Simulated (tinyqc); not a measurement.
Admittance spectroscopy and thermally stimulated current of one trap level in a depletion layer: one step, computed by the program tinyqc. Command: `OMP_NUM_THREADS=1 python tinyqc.py 3113858 3113859 out.jsonl admit walk`. One thread of a shared host (Intel(R) Xeon(R) Processor @ 2.30GHz), about 0.01 s of CPU time with the checks.

A Schottky junction on n-type material holds one donor-like electron trap; shallow donors are fully ionised and abrupt depletion edges are assumed.

Problem. Temperature of the peak. N_c = 2 (2 pi m k_B T/h^2)^(3/2), v_th = sqrt(3 k_B T/m), emission rate e_n = sigma v_th N_c exp(-E_t/(k_B T)). Where the level crosses the Fermi level capture equals emission, so the trap follows the signal with the rate 2 e_n; G/omega peaks at omega = 2 e_n (the correction for large N_t/N is left out). Solve 2 e_n(T_p) = 2 pi f.

Inputs (values chosen for the exercise, modelled on n-type silicon):
```
quantity,value,unit
density-of-states mass m,1.12,m_0
shallow doping N,2.6e+15,1/cm^3
trap depth E_t below the band,0.512,eV
capture cross section sigma,3e-14,cm^2
test frequency f,10000,Hz
```

Constants: k_B = 1.380649e-23 J/K; m_0 = 9.1093837015e-31 kg; h = 6.62607015e-34 J s; k_B = 8.617333262e-05 eV/K.

Give: peak temperature T_p; N_c at T_p; e_n at T_p; E_c - E_F = k_B T_p ln(N_c/N).

Solution.

peak temperature T_p = 303.4 K

N_c at T_p = 3.025e+19 1/cm^3

e_n at T_p = 31416 1/s

E_c - E_F = k_B T_p ln(N_c/N) = 0.2447 eV
